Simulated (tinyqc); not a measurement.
Orbital energy against energy difference: ionisation energy by orbital energies and by energy differences in the 6-31g basis, for BeH2, spin multiplicity 1. Computed by the program tinyqc with PySCF. 

Geometry (angstrom):
```
atom       x        y       z
Be    0.0000   0.0000  0.0000
H     0.0000   1.2530  0.0000
H     0.0000  -1.2530  0.0000
```

CCSD(T) difference in the same basis = 11.8630 eV

IP-EOM-CCSD = 11.8972 eV

The cation is unrestricted; errors are against CCSD(T) in this basis, not against experiment.

First vertical ionisation energy (eV):
```
method     -e(HOMO)  E(cation) - E  error of -e(HOMO)  error of the difference
HF          12.4662      11.677871             0.6032                  -0.1851
LDA          7.5445      11.934241            -4.3185                   0.0712
PBE          7.5679      11.956374            -4.2951                   0.0934
B3LYP        8.7883      12.212155            -3.0747                   0.3491
PBE0         8.9780      12.142752            -2.8850                   0.2797
CAM-B3LYP   10.4905      12.305409            -1.3725                   0.4424
LC-wPBE     11.9733      12.455469             0.1103                   0.5925
```

Koopmans errs by +0.60 eV and Delta-HF by -0.19 eV: relaxation, 0.79 eV, lowers the value and the missing correlation difference works against it. The PBE level is off by -4.3 eV through the wrong tail of its potential, though its energy difference is off by +0.09 eV; exact exchange deepens the level, and among the orbital energies LC-wPBE comes closest; among the differences LDA does.
